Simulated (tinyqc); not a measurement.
Solid solubility of a dopant against its melt (retrograde solidus), clustering and the electrically active fraction: one step, computed by the program tinyqc.

Question. Liquidus and solidus at T. x_l and x_s are atom fractions of the dopant in melt and solid; the solid is dilute. Liquidus of the host: R T ln(1 - x_l) + L x_l^2 = -H_f (1 - T/T_m). Distribution: k = x_s/x_l = exp[L (1 - x_l)^2/(R T)] exp(S/k_B - H/(k_B T)), the first factor being the activity coefficient in the melt. Solubility = x_s N0; at T_m x_l = 0.

Inputs (values chosen for the exercise, of the order of those of copper in silicon for the solubility): melting point of the host T_m = 1687 K; heat of melting of the host H_f = 50.2 kJ/mol; interaction L of the melt = -12 kJ/mol; enthalpy of transfer from melt to solid H = 1.4 eV; entropy of transfer S = 2.51 k_B; site density N0 = 5e+22 1/cm^3; temperature T = 1385 K.

Constants: R = 8.314462618 J/(mol K); k_B = 8.617333262e-05 eV/K.

Give: x_l; distribution coefficient k; x_s; solubility; k at the melting point.

Answer.

x_l = 0.4396

distribution coefficient k = 7.138e-05

x_s = 3.138e-05

solubility = 1.569e+18 1/cm^3

k at the melting point = 3.437e-04

k has changed by a factor 0.21 from its value at T_m, while x_l has grown from 0 to 0.440.
